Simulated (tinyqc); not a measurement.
What each parameter does: shallow acceptor in the spherical four-band model.

Units Ry* = Ry/(g1 eps^2) and a* = a0 eps g1; mu = (6 g3 + 4 g2)/(5 g1) is the spherical heavy-light coupling and delta = (g3 - g2)/g1 the cubic term, which is left out.

The ground state 1S3/2 has an L = 0 part f(r) and an L = 2 part g(r). In units of Ry* and a*, with Gaussians f_i = exp(-a_i r^2), g_i = r^2 exp(-a_i r^2), A = a_i + a_j and I(n) = Gamma((n + 1)/2)/(2 A^((n + 1)/2)): S_ff = I(2), S_gg = I(6), H_ff = (6 a_i a_j/A) I(2) - 2 I(1), H_gg = (14 a_i a_j/A) I(6) - 2 I(5), H_fg = -mu [15 I(2) - 20 a_j I(4) + 4 a_j^2 I(6)]; each function is then normalised. The split-off band is left out.

Converged values use 22 exponents 2.2^i, i = -7 to 14, for f and for g.
Constants: Ry = 13.60569312 eV; a0 (Bohr radius) = 0.5291772105 angstrom.

Values chosen for the exercise (near those of a shallow acceptor in GaAs; the results hold for these values, not for the real material):
```
symbol  value  unit  meaning
g1      6.97         Luttinger gamma1
g2      2.05         gamma2
g3      2.95         gamma3
eps     12.6         dielectric constant
```

Converged values.

One parameter was then changed.

Results before and after:
```
case,mu,Ry* (meV),binding (meV),<r> (angstrom)
base,0.743,12.30,25.81,36.3
changed,0.688,11.38,20.50,45.1
```

Which of these changes was made? (a) g2 = 1.74; (b) g3 = 2.71; (c) g1 = 7.53; (d) eps = 13.6.
Answer: (c) g1 = 7.53. Of the candidates, run in turn, only this one gives the changed row.

All candidates:
```
case,mu,Ry* (meV),binding (meV),<r> (angstrom)
base,0.743,12.30,25.81,36.3
g1 = 7.53,0.688,11.38,20.50,45.1
g2 = 1.74,0.708,12.30,23.29,39.9
g3 = 2.71,0.702,12.30,22.94,40.4
eps = 13.6,0.743,10.55,22.15,39.2
```

g1 acts twice: it lowers Ry* and it lowers mu.

Run: tinyqc, `OMP_NUM_THREADS=1 python tinyqc.py 1250863 1250864 out.jsonl`; Intel(R) Xeon(R) Processor @ 2.30GHz, one thread, shared host; about 0.07 s of CPU time with all checks.
